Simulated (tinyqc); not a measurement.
UHF in the sto-6g basis, for BeH, spin multiplicity 2, step by step. This run ends on a higher stationary point, not on the lowest solution. Computed by tinyqc, a small Python program that keeps every step (integrals from PySCF). Settings: charge = 0, multiplicity = 2, basis = sto-6g, energy threshold = 1e-10, iteration cap = 61, orthogonalisation = canonical, start = random, DIIS depth = 0, method = UHF. Command: `OMP_NUM_THREADS=1 python tinyqc.py 28954 28955 out.jsonl` (the two numbers bound the seeds that draw the settings). One thread of a shared host (Intel(R) Xeon(R) Processor @ 2.60GHz), about 0.3 s of CPU time with the checks.

Geometry (angstrom):
```
atom       x       y       z
Be    0.0000  0.0000  0.0000
H     0.0000  0.0000  2.6400
```

Stop when the energy changes by less than 1e-10 hartree and every element of the error matrix X^T (F D S - S D F) X (for each spin) is below 3e-06.

Course of the cycle:
```
iteration  E (hartree)     change  largest element of the error matrix
1            -7.004129          -                             1.55e+00
2           -14.470378  -7.47e+00                             7.79e-02
3           -14.675991  -2.06e-01                             9.59e-02
4           -14.760795  -8.48e-02                             1.47e-01
5           -14.855307  -9.45e-02                             7.12e-02
6           -14.913500  -5.82e-02                             6.64e-02
7           -14.953185  -3.97e-02                             4.29e-02
8           -14.972939  -1.98e-02                             2.46e-02
9           -14.978751  -5.81e-03                             1.13e-02
10          -14.980079  -1.33e-03                             5.76e-03
11          -14.980405  -3.27e-04                             3.25e-03
12          -14.980527  -1.21e-04                             2.07e-03
13          -14.980598  -7.08e-05                             1.63e-03
14          -14.980649  -5.12e-05                             1.38e-03
...                ...        ...                                  ...
48          -14.980930  -1.67e-06                             2.43e-04
49          -14.980932  -1.57e-06                             2.36e-04
50          -14.980933  -1.48e-06                             2.28e-04
51          -14.980935  -1.39e-06                             2.22e-04
52          -14.980936  -1.31e-06                             2.15e-04
53          -14.980937  -1.23e-06                             2.08e-04
54          -14.980938  -1.15e-06                             2.02e-04
55          -14.980939  -1.08e-06                             1.96e-04
56          -14.980940  -1.02e-06                             1.90e-04
57          -14.980941  -9.57e-07                             1.84e-04
58          -14.980942  -8.99e-07                             1.79e-04
59          -14.980943  -8.45e-07                             1.73e-04
60          -14.980944  -7.94e-07                             1.68e-04
61          -14.980945  -7.46e-07                             1.63e-04
```

Can the last value be used, and what does the course show?

Not by the stop rule, although the second column moves by less than 1e-05 over the last three steps. Not converged within the cap of 61 iterations: the residual falls steadily but slowly, by a factor of about 0.97 a step. Reruns (cap 100 unless said): DIIS 8: converged in 21 to a higher stationary point; damping 0.5: not converged; level shift 0.5: not converged; atomic densities as start, DIIS 8: not converged; the original settings with a cap of 400: converged in 205. PySCF UHF in the same basis, after a stability check = -14.980956 hartree.
